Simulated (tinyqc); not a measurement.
Octagonal on-chip spiral inductor, lumped pi model: one step of the calculation.

Outer diameter do = di + 2 n wd + 2 (n - 1) sp, mean da = (do + di)/2, fill p = (do - di)/(do + di), length l = 3.314 n da. L = 2.25 mu0 n^2 da/(1 + 3.55 p), mu0 = 4 pi 1e-7 H/m. Rs = rho l/(wd delta (1 - exp(-th/delta))), delta = sqrt(rho/(pi f mu0)). Cs = n wd^2 eps0 eo/hu across the coil. At each end Cox = l wd eps0 eo/(2 ho) leads to the substrate branch Rsi = 2 rs he/(l wd) in parallel with Csi = l wd eps0 11.7/(2 he). With one end grounded Y = 1/(Rs + i w L) + i w Cs + 1/[1/(i w Cox) + 1/(1/Rsi + i w Csi)], w = 2 pi f; Q = -Im Y/Re Y. Eddy currents in neighbouring turns and in the substrate are left out.

Problem. Admittance, quality factor and apparent inductance. Series branch 1/(Rs + i w L), substrate branch, total Y, Q = -Im Y/Re Y, apparent inductance Im(1/Y)/w, metal-only value w L/Rs, share of the loss in the substrate Re(substrate branch)/Re Y.

Parameters, values chosen for the exercise: frequency f = 0.85 GHz.

L = 1.4977755 nH
Rs = 2.3527047 ohm
Cs = 34.863365 fF
Cox = 49.515939 fF
Rsi = 287.38110 ohm
Csi = 36.047603 fF

Wanted: series branch; substrate branch; Y; Q; apparent inductance; w L/Rs; share of the loss in the substrate.

Solution.

series branch = 33.84-115.06i mS
substrate branch = 0.01976+0.26186i mS
Y = 33.86-114.61i mS
Q = 3.3848
apparent inductance = 1.5026 nH
w L/Rs = 3.4000
share of the loss in the substrate = 0.058347 %

Q is 99.6 % of the metal-only value.

Program tinyqc, `OMP_NUM_THREADS=1 python tinyqc.py 2302058 2302059 out.jsonl`; Intel Xeon 2.30GHz, shared host, one thread, about 0.01 s.
